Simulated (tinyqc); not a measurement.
X-ray photoelectron analysis of a thin oxide on a semiconductor: attenuation lengths, thickness, angle series and band offsets: one step, computed by the program tinyqc. Command: `OMP_NUM_THREADS=1 python tinyqc.py 3110788 3110789 out.jsonl xps walk`. One thread of a shared host (Intel(R) Xeon(R) Processor @ 2.30GHz), about 0.01 s of CPU time with the checks.

The same element is seen in the oxide and in the substrate, at nearly the same kinetic energy; films are flat and uniform, and the work function is ignored.

Task: Band offsets by core levels. Valence band offset = (E_core - E_v)(substrate) - (E_core - E_v)(oxide) + (core level separation at the interface, oxide less substrate). The separation is made here from the given offset; a uniform field F that raises the binding energy towards the surface shifts the oxide peak by e F <z>, <z> = d/(1 - exp(-x)) - d/x, x = d/(L_o cos theta), being the mean distance from the interface. Conduction band offset = oxide gap - substrate gap - valence band offset.

Inputs (values chosen for the exercise, modelled on SiO2 on silicon):
```
quantity                                       value   unit
oxide gap                                       8.74     eV
substrate gap                                   1.12     eV
oxide thickness d                                5.5     nm
valence band offset used to make the data       4.48     eV
core level less valence band top, substrate    98.98     eV
core level less valence band top, thick oxide  98.38     eV
field in the oxide                               1.1  MV/cm
```

d/(L_o cos theta) = 2.468776

Give: separation without field; <z>; separation with field; apparent valence band offset; true conduction band offset; apparent conduction band offset.

Result:

separation without field = 3.88 eV

<z> = 3.781 nm

separation with field = 4.296 eV

apparent valence band offset = 4.896 eV

true conduction band offset = 3.14 eV

apparent conduction band offset = 2.724 eV

The field biases both offsets by 0.42 eV, in opposite directions.
